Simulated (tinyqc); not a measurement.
Linear model of a band gap against the share of exact exchange: one step. Band edges and a deep level. Three cases, with inputs chosen for the exercise.

Question. The opening c = S alpha lowers the valence top by fv c and raises the conduction edge by (1 - fv) c, both against the mean potential; the level moves by cd c. Use the fixed point. Compare with stretching the level in proportion to the gap and with pinning it to either edge.

Give: opening c; shifts of the valence and conduction edges; level above the valence top; level below the conduction edge; level above the valence top: stretched, tied to the valence edge, tied to the conduction edge.

Case 1.

Values chosen (of the order of those of SiC; not measured data):
- E0 = 2.21 eV (gap of the semi-local functional)
- S = 6.4 eV (slope dE/d(alpha))
- fv = 0.6 (share of the opening taken by the valence edge)
- Ed = 0.93 eV (defect level above the semi-local valence top)
- cd = -0.04 (shift of the level per unit opening, on the scale of the mean potential)

fixed point = 0.1450788

Answer.

opening c = 0.929 eV

shifts of the valence and conduction edges (eV): [-0.557, 0.371]

level above the valence top = 1.450 eV
level below the conduction edge = 1.689 eV

level above the valence top: stretched, tied to the valence edge, tied to the conduction edge (eV): [1.321, 0.930, 1.859]

The three recipes err by -0.13, -0.52 and +0.41 eV against alignment through the mean potential. With cd = -0.04 the level moves with the valence edge, by 0.07 times as much as that edge.

Case 2.

Values chosen (of the order of those of GaN; not measured data):
- E0 = 1.9 eV (gap of the semi-local functional)
- S = 6.55 eV (slope dE/d(alpha))
- fv = 0.79 (share of the opening taken by the valence edge)
- Ed = 1.04 eV (defect level above the semi-local valence top)
- cd = 0 (shift of the level per unit opening, on the scale of the mean potential)

fixed point = 0.1905845

Answer.

opening c = 1.248 eV

shifts of the valence and conduction edges (eV): [-0.986, 0.262]

level above the valence top = 2.026 eV
level below the conduction edge = 1.122 eV

level above the valence top: stretched, tied to the valence edge, tied to the conduction edge (eV): [1.723, 1.040, 2.288]

The three recipes err by -0.30, -0.99 and +0.26 eV against alignment through the mean potential. A localised level with cd = 0 stays put while the edges move away from it.

Case 3.

Values chosen (of the order of those of diamond; not measured data):
- E0 = 4.22 eV (gap of the semi-local functional)
- S = 7.16 eV (slope dE/d(alpha))
- fv = 0.72 (share of the opening taken by the valence edge)
- Ed = 2.62 eV (defect level above the semi-local valence top)
- cd = 0 (shift of the level per unit opening, on the scale of the mean potential)

fixed point = 0.1783973

Answer.

opening c = 1.277 eV

shifts of the valence and conduction edges (eV): [-0.920, 0.358]

level above the valence top = 3.540 eV
level below the conduction edge = 1.958 eV

level above the valence top: stretched, tied to the valence edge, tied to the conduction edge (eV): [3.413, 2.620, 3.897]

The three recipes err by -0.13, -0.92 and +0.36 eV against alignment through the mean potential. A localised level with cd = 0 stays put while the edges move away from it.

Computed by tinyqc, one run a case: `OMP_NUM_THREADS=1 python tinyqc.py N N+1 out.jsonl` with N = 1880862, 1880863, 1881148; one thread of a shared Intel(R) Xeon(R) Processor @ 2.30GHz, about 0.01 s a run at most.
